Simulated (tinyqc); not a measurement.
Worked calculation: tight binding, kagome lattice. Computed by tinyqc, a small Python program that keeps every step. Settings: t1 = 1.36, t2 = 1.36, delta = 0, bands filled = 1. Command: `OMP_NUM_THREADS=1 python tinyqc.py 30597 30598 out.jsonl` (the two numbers bound the seeds that draw the settings). One thread of a shared host (Intel(R) Xeon(R) Processor @ 2.60GHz), about 0.01 s of CPU time with the checks.

## Bloch Hamiltonian at k

Parameters chosen for this model:
```
parameter     value                unit
t1         1.360000    eV, up triangles
t2         1.360000  eV, down triangles
delta             0        eV on site C
```

k point k (fractions of the reciprocal vectors): [0.070000, -0.410000]

H_AB = -t1 - t2 exp(-i k.a1), H_AC = -t1 - t2 exp(-i k.a2), H_BC = -t1 - t2 exp(i k.(a1 - a2)), H_CC = delta.

H(k) at k (eV), order A, B, C:
```
[[0.000000, -2.590565+0.579060i, -0.211714-0.728724i],
 [-2.590565-0.579060i, 0.000000, -0.010724-0.170453i],
 [-0.211714+0.728724i, -0.010724+0.170453i, 0.000000]]
```

## Levels at k

Diagonalise the Hermitian matrix.

eigenvalues (eV): [-2.810023, 0.090023, 2.720000]

weights |c|^2 of the basis functions, order A, B, C:
```
[[0.490547, 0.002762, 0.506691],
 [0.456458, 0.074440, 0.469102],
 [0.052995, 0.922798, 0.024207]]
```

## Bloch Hamiltonian at K

k point K (fractions of the reciprocal vectors): [0.333333, 0.666667]

As before.

H(k) at K (eV), order A, B, C:
```
[[0.000000, -0.680000+1.177795i, -0.680000-1.177795i],
 [-0.680000-1.177795i, 0.000000, -0.680000+1.177795i],
 [-0.680000+1.177795i, -0.680000-1.177795i, 0.000000]]
```

## Levels at K

As before.

eigenvalues (eV): [-1.360000, -1.360000, 2.720000]

## Bands along a path

The same steps at evenly spaced points between the labelled ones.

Bands along the path (eV):
```
k             band 1     band 2    band 3
G          -5.440000   2.720000  2.720000
G-K 0.33   -4.803641   2.083641  2.720000
G-K 0.67   -3.192323   0.472323  2.720000
K          -1.360000  -1.360000  2.720000
K-M 0.33   -2.083641  -0.636359  2.720000
K-M 0.67   -2.555964  -0.164036  2.720000
M          -2.720000          0  2.720000
M-K' 0.33  -2.555964  -0.164036  2.720000
M-K' 0.67  -2.083641  -0.636359  2.720000
K'         -1.360000  -1.360000  2.720000
```

With 1 band(s) filled, the highest filled level on these points lies at K and the lowest empty one at K: the bands touch or overlap, so there is no gap.
